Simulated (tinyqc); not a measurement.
# Changing the filling n per spin orbital

Model: Stoner model of a band magnet at zero temperature. Computed by tinyqc, a small Python program. Command: `OMP_NUM_THREADS=1 python tinyqc.py 3002795 3002796 out.jsonl stoner sweep`. One thread of a shared host (Intel(R) Xeon(R) Processor @ 2.30GHz), about 0.02 s of CPU time with the checks.

Five orbitals per spin share one band; u = (E - E_bottom)/W runs from 0 to 1, and the states per spin, atom and energy are g = 5 d(u)/W with d = (3/2) sqrt(u). N(u) is the integral of d from 0. The moment m = n_up - n_down (electrons per atom) moves the fillings to n +/- m/10; the energy is E(m) = E_band(m) - I m^2/4.

Inputs (values chosen for the exercise, for a model d band):

| quantity | value | unit |
|---|---|---|
| band width W | 4.5 | eV |
| Stoner parameter I | 0.751 | eV |
| start moment m0 | 0.81 | mu_B |
| largest number of steps | 600 | - |

Density of states: free-electron (square root).

Method. Solve N(u_F) = n; g_F = 5 d(u_F)/W; the Stoner product is I g_F. Split the bands by Delta = I m, find the common Fermi level that keeps 10 n electrons, and read m(out) = 5 [N(u + Delta/(2W)) - N(u - Delta/(2W))], N clipped to 0 and 1. Start from m0 (at most 0.9 m_max, m_max = 10 min(n, 1 - n)); stop when m changes by less than 1e-8; moments under 1e-5 count as 0.

One run for each value:

| filling n per spin orbital | moment m (mu_B) | Stoner product I g_F | g_F (1/eV) |
|---|---|---|---|
| 0.08 | 0.0000 | 0.5393 | 0.7181 |
| 0.16 | 0.0000 | 0.6795 | 0.9048 |
| 0.25 | 0.0000 | 0.7885 | 1.0499 |
| 0.33 | 0.0000 | 0.8650 | 1.1517 |
| 0.42 | 0.0000 | 0.9374 | 1.2481 |
| 0.58 | 3.9852 | 1.0438 | 1.3899 |
| 0.67 | 3.3000 | 1.0953 | 1.4584 |
| 0.75 | 2.5000 | 1.1372 | 1.5143 |
| 0.84 | 1.6000 | 1.1810 | 1.5726 |
| 0.92 | 0.8000 | 1.2174 | 1.6210 |

What does the table show, and why?

Over the rows, moment m (mu_B) goes from 0 through a maximum among these rows, 3.99 at 0.580, to 0.800; Stoner product I g_F rises from 0.539 to 1.22 (exponent d ln y / d ln x about 0.33 throughout); g_F (1/eV) rises from 0.718 to 1.62 (exponent d ln y / d ln x about 0.33 throughout). Rows at saturation, m = 10 min(n, 1 - n): 4 of 10; there the moment changes by one mu_B per electron, the Slater-Pauling slope. The filling sets I g_F through the shape of the band. Left out: 0.500 (too near the Stoner point).

Extremes, crossings and ranges named in words are read from the listed rows.
